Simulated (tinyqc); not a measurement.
A particle near a wafer in liquid: double-layer and van der Waals forces (DLVO), deposition barrier and removal. From one set of inputs to another, one input at a time. Computed by tinyqc, a small Python program. Command: `OMP_NUM_THREADS=1 python tinyqc.py 3110644 3110645 out.jsonl dlvo ladder`. One thread of a shared host (Intel(R) Xeon(R) Processor @ 2.30GHz), about 0.01 s of CPU time with the checks.

Sphere and flat wall, Derjaguin approximation, constant potentials in the linear-superposition form, no retardation and no hydration force.

The inputs printed are set A. Inputs not listed in the table keep their values of set A, so the rows need not describe a real material.

Inputs (values chosen for the exercise, of the order of those for silicon nitride on silicon in water):

| quantity | value | unit |
|---|---|---|
| particle radius R | 130 | nm |
| Hamaker constant A | 2.5e-20 | J |
| potential of the particle psi_1 | -49 | mV |
| potential of the wafer psi_2 | -16 | mV |
| salt concentration c | 0.051 | mol/L |
| valence z of the symmetric salt | 2 | - |
| temperature T | 293 | K |
| dielectric constant of the liquid | 80.2 | - |
| contact distance h0 | 0.4 | nm |
| contact radius over R | 0.071 | - |
| viscosity | 0.88 | mPa s |

Constants: e = 1.602176634e-19 C; N_A = 6.02214076e+23 1/mol; eps_0 = 8.8541878128e-12 F/m; k_B = 1.380649e-23 J/K; k_B = 8.617333262e-05 eV/K.

Method:
- kappa^2 = 2 z^2 e^2 N_A (1000 c)/(eps eps_0 k_B T); gamma_i = tanh(z e psi_i/(4 k_B T)); Z = 64 pi eps eps_0 (k_B T/(z e))^2 gamma_1 gamma_2.
- The barrier height is zero when U = 0 and F = 0 together: kappa h = 1 and kappa = 6 Z/(e A), e = 2.718282 here; c follows from kappa^2, with the potentials held fixed.
- Adhesion F_a = A R/(6 h0^2) [1 + a^2/(R h0)] - kappa Z R exp(-kappa h0), a the contact radius. Drag in a shear flow F_d = 1.7 x 6 pi mu R^2 G, acting at 1.4 R; rolling starts when 1.4 R F_d = a F_a. Wall shear stress = mu G.

Each row keeps all changes above it:

| input moved | from | to | critical concentration (mol/L) | net adhesion F_a (pN) | wall shear stress for rolling (Pa) |
|---|---|---|---|---|---|
| set A | - | - | 0.00494 | 8375 | 784 |
| potential of the wafer psi_2 (mV) | -16 | -32 | 0.01652 | 7915 | 741 |
| salt concentration c (mol/L) | 0.051 | 0.00053 | 0.01652 | 8755 | 820 |
| temperature T (K) | 293 | 298 | 0.01718 | 8755 | 820 |
| particle radius R (nm) | 130 | 84 | 0.01718 | 4389 | 984 |
| potential of the particle psi_1 (mV) | -49 | -50 | 0.01758 | 4387 | 984 |
| contact radius over R | 0.071 | 0.078 | 0.01758 | 4867 | 1199 |
| Hamaker constant A (J) | 2.5e-20 | 1.4e-20 | 0.05606 | 2674 | 659 |

Where does the difference come from?

Critical concentration goes from 0.00494 to 0.0561, a factor 11.3 in all. The largest single move comes from potential of the wafer psi_2 (a factor 3.34). net adhesion F_a goes from 8380 to 2670, a factor 0.319 in all. The largest single move comes from particle radius R (a factor 0.501), and contact radius over R works against it (a factor 1.11). Wall shear stress for rolling goes from 784 to 659, a factor 0.840 in all. The largest single move comes from Hamaker constant A (a factor 0.550), and contact radius over R works against it (a factor 1.22). The single moves hold for this order of the switches; the total does not depend on the order.

Extremes, crossings and ranges named in words are read from the listed rows.
